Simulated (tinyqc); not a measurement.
Surface photovoltage measurement of the minority-carrier diffusion length in a wafer: one step, computed by the program tinyqc. Command: `OMP_NUM_THREADS=1 python tinyqc.py 3130524 3130525 out.jsonl spv walk`. One thread of a shared host (Intel(R) Xeon(R) Processor @ 2.30GHz), about 0.01 s of CPU time with the checks.

Low injection, steady light, a depletion layer much thinner than 1/alpha and L. The excess density dn is taken at the front edge of the neutral region; light that reaches the back is lost.

Task: The linear plot. alpha = (84.732/lambda - 76.417)^2 per cm with lambda in micrometre (an empirical fit for silicon between 0.7 and 1.05 micrometre). Thick wafer: dn = Phi L/((S_f + D/L)(L + 1/alpha)). Finite wafer, with s = S_b L/D, w = W/L, a = alpha L: dn = [Phi a/(a^2 - 1)] [a - B - exp(-alpha W)(a - s)/(cosh w + s sinh w)]/(S_f + B D/L), B = (sinh w + s cosh w)/(cosh w + s sinh w). Readings y = (Phi/dn) (1 + noise x g) at 780, 830, 880, 920, 950, 975 and 995 nm; a least-squares line y = c (1/alpha + L_app) gives L_app = intercept/slope.

Inputs (values chosen for the exercise, modelled on p-type silicon at room temperature):
```
quantity                            value        unit
diffusion length L                    610  micrometre
wafer thickness W                     525  micrometre
diffusivity D                        29.2      cm^2/s
front recombination velocity S_f      110        cm/s
back recombination velocity S_b      2100        cm/s
photon flux entering              1.7e+11  1/(cm^2 s)
relative noise of each reading          0           %
```

normal deviates g for the noise: 1.22  0.68  0.76  0.02  -0.37  -1.94  -0.64

Give: the table «Readings» with the columns 1/alpha (micrometre), y (cm/s), line (cm/s), for lambda (nm) = 780, 830, 880, 920, 950, 975, 995; slope; apparent length L_app; error of L_app (rounded to 0.001).

Result:

Readings:
```
lambda (nm)  1/alpha (micrometre)  y (cm/s)  line (cm/s)
780                           9.6     724.1        721.5
830                          15.2     732.4        730.7
880                          25.3     747.7        747.6
920                          40.7     771.2        773.1
950                          61.3     804.1        807.4
975                          90.9     853.9        856.6
995                         130.9     926.7        923.0
```

slope = 1.662 cm/(s micrometre)

apparent length L_app = 424.6 micrometre

error of L_app (rounded to 0.001) = -30.4 %

Without noise the error would be -30.4 %, from the finite thickness at W/L = 0.9. S_f scales all readings alike and leaves L_app unchanged.
